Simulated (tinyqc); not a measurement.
Metal-interlayer-semiconductor contact, depinning against tunnelling resistance: one step of the calculation.

Zero bias, n-type semiconductor. Gap states at the semiconductor surface thin out as exp(-be ti), which unpins the barrier; electrons must then cross the interlayer (a rectangular barrier, no voltage drop across it) and the parabolic depleted layer, both by WKB. Energies E are counted from the Fermi level; no image force, parabolic bands.

Question. Exponents and integrand on an energy grid. With U = phiB - xi: for xi < E < phiB, y = (E - xi)/U and G1 = (U/E00) [sqrt(1 - y) - y ln((1 + sqrt(1 - y))/sqrt(y))], G1 = 0 above phiB; G2 = 2 ti sqrt(mi max(phiB + dE - E, 0)/C), C = hbar^2/(2 m0); f = 1/(1 + exp(E/Vt)); integrand exp(-G1 - G2) f.

Parameters, values chosen for the exercise; semiconductor values close to those of In0.53Ga0.47As; interlayer mass of the order of that in hafnium oxide, offset chosen freely:
- T = 300 K (temperature)
- ti = 1.8 nm (interlayer thickness)
- dE = 1.63 eV (conduction-band offset of the interlayer above the semiconductor)
- mi = 0.19 m0 (tunnelling mass in the interlayer)

Constants: q = 1.602176634e-19 C, kB = 1.380649e-23 J/K, hbar = 1.054571817e-34 J s, m0 = 9.1093837015e-31 kg, Vt = kB T/q, hbar^2/(2 m0) = 0.0380998212 eV nm^2. Results are converted to the units shown.

```
point,E (eV)
0,-0.71
1,-0.63333
2,-0.55667
3,-0.48
4,-0.40333
5,-0.32667
6,-0.25
7,-0.17333
8,-0.09667
9,-0.02
10,0.05667
11,0.13333
12,0.21
```

phiB = 0.071319628 eV
xi = -0.71469892 eV
E00 = 0.11737717 eV

Wanted: G1; G2; f; integrand.

Answer.

```
point,G1,G2,f,integrand (1e-5)
0,6.5463,12.484,1.0000,0.0005
1,5.0925,12.284,1.0000,0.0028
2,4.0459,12.080,1.0000,0.0099
3,3.1834,11.873,1.0000,0.0289
4,2.4503,11.663,1.0000,0.0742
5,1.8217,11.449,1.0000,0.1725
6,1.2841,11.230,0.99994,0.3674
7,0.8313,11.007,0.99878,0.7212
8,0.4619,10.780,0.97678,1.2811
9,0.1811,10.547,0.68431,1.4993
10,0.0114,10.310,0.10046,0.3308
11,0.0000,10.067,0.0057235,0.0243
12,0.0000,9.818,2.9650e-4,0.0016
```

Range of the model: The depletion charge would drop about 0.27 V across such an interlayer (eps_r near 20) at ti = 1.8 nm and Nd = 2.3e19 cm^-3, against a band bending of 0.79 V; this model leaves that drop out.

tinyqc, about 0.03 s, one thread, Intel Xeon 2.30GHz (shared host): `OMP_NUM_THREADS=1 python tinyqc.py 2270116 2270117 out.jsonl`
